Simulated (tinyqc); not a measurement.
Grain-boundary trapping model (Seto) of a polycrystalline semiconductor film: one step, computed by the program tinyqc. Command: `OMP_NUM_THREADS=1 python tinyqc.py 3007935 3007936 out.jsonl poly walk`. One thread of a shared host (Intel(R) Xeon(R) Processor @ 2.30GHz), about 0.01 s of CPU time with the checks.

Grains of equal size L are joined by thin boundaries with one trap level. Trapped carriers deplete a width W on each side and raise a barrier, crossed by thermionic emission. Dopants are fully ionised, statistics are non-degenerate and mu_g does not depend on T.

Task: Resistivity and effective mobility. Boundary: sigma_b = L e^2 n_0 exp(-e V_B/k_B T)/sqrt(2 pi m k_B T); rho = 1/sigma_b. Mean carrier density n_av = n_0 [(1 - 2W/L) + (2W/L) (sqrt(pi)/2) erf(y)/y], y = sqrt(e V_B/k_B T); effective mobility 1/(e n_av rho).

Inputs (values chosen for the exercise, modelled on polycrystalline silicon):
```
quantity            value    unit
effective mass m     0.43     m_0
grain size L          420      nm
doping N          2.5e+16  1/cm^3
temperature T         300       K
```

Grain interior: neglected.

depletion width W = 140.5003 nm

barrier V_B = 0.3816281 V

E_F = -0.1740719 eV

centre density n_0 = 2.50e+16 1/cm^3

Constants: k_B = 8.617333262e-05 eV/K; m_0 = 9.1093837015e-31 kg; k_B = 1.380649e-23 J/K; e = 1.602176634e-19 C.

Give: boundary resistivity; resistivity rho; mean carrier density; effective mobility.

Result:

boundary resistivity = 96523 ohm cm

resistivity rho = 96523 ohm cm

mean carrier density = 1.213e+16 1/cm^3

effective mobility = 0.005330 cm^2/(V s)
